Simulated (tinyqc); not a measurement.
From results back to parameters: valley splitting in a one-orbital chain of atomic planes (second-neighbour model). Four cases, with inputs chosen for the exercise.

Problem. For E(phi) = e0 + 2 v cos(phi) + 2 u cos(2 phi) with u, v > 0 and planes a/4 apart, the heights of the band at phi = 0 and phi = pi above its minimum were computed from hidden u and v; c = hbar^2/2m0.

Constants: hbar^2/2m0 = 3.80998211 eV angstrom^2.

Find: u, v; phi0; mass at the minimum.

Method. E - Emin = 4u (cos(phi) + v/(4u))^2. The difference of the two heights is 4v, and for v < 4u the sum of their square roots is 4 sqrt(u). The mass is (2c)/((a/4)^2 (8u - v^2/(2u))).

Case 1.

Values chosen (out of a larger set: near those of the Delta valleys of silicon; abrupt walls in this chain split the valleys several times more than measured wells; not measured data): a = 5.427 angstrom (lattice constant; planes lie a/4 apart).

E(0) - Emin = 3.650537 eV
E(pi) - Emin = 1.230537 eV

Solution.

u, v (eV): 0.570  0.605

phi0 = 1.8394 rad
mass at the minimum = 0.977 m0

Case 2.

Values chosen (out of a larger set: near those of the Delta valleys of silicon; abrupt walls in this chain split the valleys several times more than measured wells; not measured data): a = 5.435 angstrom (lattice constant; planes lie a/4 apart).

E(0) - Emin = 3.980291 eV
E(pi) - Emin = 1.368291 eV

Solution.

u, v (eV): 0.626  0.653

phi0 = 1.8346 rad
mass at the minimum = 0.884 m0

Case 3.

Values chosen (out of a larger set: near those of the Delta valleys of silicon; abrupt walls in this chain split the valleys several times more than measured wells; not measured data): a = 5.441 angstrom (lattice constant; planes lie a/4 apart).

E(0) - Emin = 4.265040 eV
E(pi) - Emin = 1.237040 eV

Solution.

u, v (eV): 0.631  0.757

phi0 = 1.8754 rad
mass at the minimum = 0.896 m0

Case 4.

Values chosen (out of a larger set: near those of the Delta valleys of silicon; abrupt walls in this chain split the valleys several times more than measured wells; not measured data): a = 5.433 angstrom (lattice constant; planes lie a/4 apart).

E(0) - Emin = 4.090374 eV
E(pi) - Emin = 1.398374 eV

Solution.

u, v (eV): 0.642  0.673

phi0 = 1.8360 rad
mass at the minimum = 0.864 m0

Computed by tinyqc, one run a case: `OMP_NUM_THREADS=1 python tinyqc.py N N+1 out.jsonl` with N = 1481170, 1481173, 1481211, 1481273; one thread of a shared Intel(R) Xeon(R) Processor @ 2.30GHz, about 0.02 s a run at most.
